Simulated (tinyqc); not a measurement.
CIS on RHF in the 6-311g basis, for H2, spin multiplicity 1, step by step. One step of it, computed by the program tinyqc.

Problem. CIS matrix, triplets. A(ia,jb) = (e_a - e_i) d_ij d_ab - (ij|ab).

orbital energies (hartree): MO1 -0.519241, MO2 0.115782, MO3 0.331185, MO4 0.540255, MO5 2.525644, MO6 2.660825

Two-electron integrals over orbitals (pq|rs), unique and non-zero (hartree):
```
(11|11) 0.559796    (21|21) 0.077496    (22|11) 0.373282    (22|22) 0.320665
(31|11) -0.117918   (31|22) -0.041855   (31|31) 0.053754    (32|21) 0.010699
(32|32) 0.028439    (33|11) 0.354101    (33|22) 0.282802    (33|31) -0.039768
(33|33) 0.281042    (41|21) -0.075807   (41|32) 0.011745    (41|41) 0.093641
(42|11) -0.139877   (42|22) -0.063273   (42|31) 0.049849    (42|33) -0.052855
(42|42) 0.067064    (43|21) 0.054180    (43|32) 0.012544    (43|41) -0.050918
(43|43) 0.044867    (44|11) 0.447131    (44|22) 0.336462    (44|31) -0.079421
(44|33) 0.304622    (44|42) -0.100640   (44|44) 0.387672    (51|21) -0.028507
(51|32) 0.020573    (51|41) 0.052077    (51|43) -0.027915   (51|51) 0.071623
(52|11) -0.029893   (52|22) 0.003988    (52|31) 0.025156    (52|33) -0.006644
(52|42) 0.014369    (52|44) -0.021353   (52|52) 0.031115    (53|21) 0.034954
(53|32) -0.009704   (53|41) -0.047228   (53|43) 0.024598    (53|51) -0.040733
(53|53) 0.031326    (54|11) 0.122788    (54|22) 0.042661    (54|31) -0.056468
(54|33) 0.046235    (54|42) -0.054325   (54|44) 0.087550    (54|52) -0.042023
(54|54) 0.082333    (55|11) 0.585215    (55|22) 0.388896    (55|31) -0.137924
(55|33) 0.359445    (55|42) -0.160055   (55|44) 0.481779    (55|52) -0.064807
(55|54) 0.181203    (55|55) 0.708858    (61|11) -0.057239   (61|22) -0.019800
(61|31) 0.036470    (61|33) -0.017797   (61|42) 0.032529    (61|44) -0.052343
(61|52) 0.038984    (61|54) -0.065174   (61|55) -0.126854   (61|61) 0.068551
(62|21) -0.015013   (62|32) 0.008716    (62|41) 0.026064    (62|43) -0.016649
(62|51) 0.038528    (62|53) -0.020105   (62|62) 0.022972    (63|11) 0.084724
(63|22) 0.039580    (63|31) -0.033957   (63|33) 0.031822    (63|42) -0.038025
(63|44) 0.064464    (63|52) -0.020049   (63|54) 0.047660    (63|55) 0.122079
(63|61) -0.038031   (63|63) 0.032020    (64|21) 0.033787    (64|32) -0.020146
(64|41) -0.055193   (64|43) 0.026359    (64|51) -0.062456   (64|53) 0.039514
(64|62) -0.034416   (64|64) 0.061063    (65|21) 0.119763    (65|32) -0.012940
(65|41) -0.144936   (65|43) 0.089541    (65|51) -0.118226   (65|53) 0.090607
(65|62) -0.063713   (65|64) 0.116951    (65|65) 0.293631    (66|11) 0.589453
(66|22) 0.382580    (66|31) -0.137178   (66|33) 0.361797    (66|42) -0.160738
(66|44) 0.478970    (66|52) -0.065505   (66|54) 0.179687    (66|55) 0.699985
(66|61) -0.117097   (66|63) 0.118217    (66|66) 0.702867
```

Give: CIS matrix A, triplet.

Solution.

CIS matrix A, triplet (hartree), lower triangle:
```
       1>2     1>3     1>4    1>5    1>6
1>2  0.262
1>3  0.000   0.496
1>4  0.140   0.000   0.612
1>5  0.030   0.000  -0.123  2.460
1>6  0.000  -0.085   0.000  0.000  2.591
```
